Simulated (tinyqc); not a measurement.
Comparisons within one model: donor level screened by free carriers (Yukawa potential). A value that a table varies takes the place of the one given here.

Potential -(q/(eps r)) exp(-ks r), q = e^2/(4 pi eps0). In units Ry* = Ry m/eps^2 and a* = a0 eps/m the problem is [-Laplacian - 2 exp(-x r)/r] psi = E psi with x = ks a*.

Converged values use 18 functions exp(-z r), z = 1.55^i, i = -11 to 6: S = 2/A^3, H = z_i z_j S - 2/(A + x)^2, A = z_i + z_j.

Screening wave number: Debye ks^2 = 4 pi q n/(eps kB T); Thomas-Fermi ks^2 = 6 pi q n/(eps EF) with EF = c (3 pi^2 n/gv)^(2/3)/m, c = hbar^2/2m0; the two are joined by 1/ks^2 = sqrt(1/ks_D^4 + 1/ks_TF^4). 1e18/cm^3 = 1e-6/angstrom^3, q = e^2/(4 pi eps0).

Constants: e^2/(4 pi eps0) = 14.39964547 eV angstrom; kB = 8.617333262e-05 eV/K; hbar^2/2m0 = 3.80998211 eV angstrom^2; Ry = 13.60569312 eV; a0 (Bohr radius) = 0.5291772105 angstrom.

Inputs chosen for the exercise (near those of a donor in GaN, with one mean mass; the results hold for these values, not for the real material):
- xs = (0.05, 0.15, 0.31, 0.54, 0.7, 0.9, 1.1) (values of x)
- m = 0.206 m0 (mass)
- eps = 9.6 (dielectric constant)
- gv = 1 (valleys)
- T = 77 K (temperature)
- nl = (0.0021, 0.0071, 0.021, 0.071, 0.21, 0.71, 2.1) x 1e18/cm^3 (densities)
- n = 0.071 x 1e18/cm^3 (free-carrier density)

## Towards the loss of the bound state

First order (-1 + 2x), one-parameter (minimum of z^2 - 8 z^3/(2z + x)^2) and converged 1s energies in Ry*, and the mean radius in a*; a dash marks an unbound result.

Results:
```
x     first order  trial function  converged   <r>
0.05      -0.9000         -0.9036    -0.9036  1.50
0.15      -0.7000         -0.7309    -0.7309  1.53
0.31      -0.3800         -0.5019    -0.5026  1.62
0.54            -         -0.2567    -0.2607  1.86
0.70            -         -0.1350    -0.1437  2.20
0.90            -         -0.0319    -0.0486  3.15
1.10            -               -    -0.0046  8.28
```

First order loses the state at x = 0.5, the trial function reaches zero energy at x = 1.00, and the exact limit is 1.19. The radius starts at 1.5 a*, grows slowly at first (1.62 at x = 0.31), then steadily, and swells towards the end (8.3 at 1.10), where a single exponential fails: the binding vanishes as the square of the distance from 1.19.

## Binding against carrier density

Ry* = 30.4120 meV
a* = 24.661 angstrom

x from the joined ks; converged 1s binding (dash: x above 1.17, at or past the limit 1.19 where the state unbinds).

Results:
```
n (1e18/cm^3)  EF/kB T  1/ks (angstrom)      x  binding (meV)  n^(1/3) a*
0.0021            0.04            409.5  0.060          26.91       0.032
0.0071            0.10            222.9  0.111          24.21       0.047
0.021             0.20            130.1  0.190          20.35       0.068
0.071             0.46             72.0  0.343          14.07       0.102
0.21              0.94             44.5  0.554           7.56       0.147
0.71              2.12             29.3  0.841           2.16       0.220
2.1               4.37             22.7  1.085           0.19       0.316
```

The binding falls from 26.9 to 0.2 meV (bare value 30.4); it passes half the bare value between 0.021 and 0.071 x 1e18/cm^3. The level is still bound in the last row. x grows with exponent 0.50 in n at the start and 0.23 at the end (1/2 for Debye, 1/6 for Thomas-Fermi screening). The level survives to n^(1/3) a* = 0.32, past the 0.26 of the Mott rule, which corresponds to x = 1 for one valley with degenerate screening; here the level lasts until x = 1.19, the screening is at most the degenerate value, and overlap of donors is left out.

## What each parameter does

Ry* = Ry m/eps^2, a* = a0 eps/m, x = ks a* with the joined ks; converged binding. Each row changes one parameter from the base and keeps the others.

Results:
```
case                   1/ks (angstrom)      x  binding in Ry*  binding (meV)
base                              72.0  0.343           0.463          14.07
n = 0.106 x 1e18/cm^3             59.8  0.412           0.383          11.66
T = 137 K                         94.6  0.261           0.567          17.25
m = 0.231 m0                      71.7  0.307           0.507          17.28
eps = 8.8                         68.9  0.328           0.480          17.38
gv = 2                            71.1  0.347           0.457          13.90
```

The largest shifts from the base row, up to three for each result and ties (the steps differ in size, so this ranks the rows, not the parameters). 1/ks (angstrom): T +22.6, n -12.2, eps -3.1. x: T -0.082, n +0.070, m -0.036. binding in Ry*: T +0.105, n -0.079, m +0.044. binding (meV): eps +3.31, m +3.21, T +3.18.

Computed by tinyqc, a small Python program: `OMP_NUM_THREADS=1 python tinyqc.py 1251321 1251322 out.jsonl` (the numbers bound the seed that draws the inputs); one thread of a shared host (Intel(R) Xeon(R) Processor @ 2.30GHz), about 0.01 s for the whole set of steps.
